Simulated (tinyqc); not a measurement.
Avalanche multiplication and breakdown of a junction from ionisation integrals: one step, computed by the program tinyqc. Command: `OMP_NUM_THREADS=1 python tinyqc.py 3007363 3007364 out.jsonl impact walk`. One thread of a shared host (Intel(R) Xeon(R) Processor @ 2.30GHz), about 0.01 s of CPU time with the checks.

Ionisation coefficients follow the local field. Position x runs through the depletion layer from the p side (x = 0), where electrons enter, to the n side (x = w), where holes enter. The built-in voltage is neglected.

Problem. Coefficients at the critical field. alpha_n = a_n exp(-(b_n/F)^c), alpha_p = a_p exp(-(b_p/F)^c).

Inputs (values chosen for the exercise, modelled on silicon):

| quantity | value | unit |
|---|---|---|
| electron prefactor a_n | 719000 | 1/cm |
| electron field b_n | 1.21e+06 | V/cm |
| hole prefactor a_p | 1.56e+06 | 1/cm |
| hole field b_p | 2e+06 | V/cm |
| exponent c | 1 | - |

Junction: one-sided abrupt p+n.

critical field F_m = 0.2669215 MV/cm

Give: alpha_n; alpha_p; ratio k = alpha_p/alpha_n; shorter ionisation length.

Solution.

alpha_n = 7727 1/cm

alpha_p = 869.0 1/cm

ratio k = alpha_p/alpha_n = 0.1125

shorter ionisation length = 1.294 micrometre

Electrons ionise more readily at the peak field.
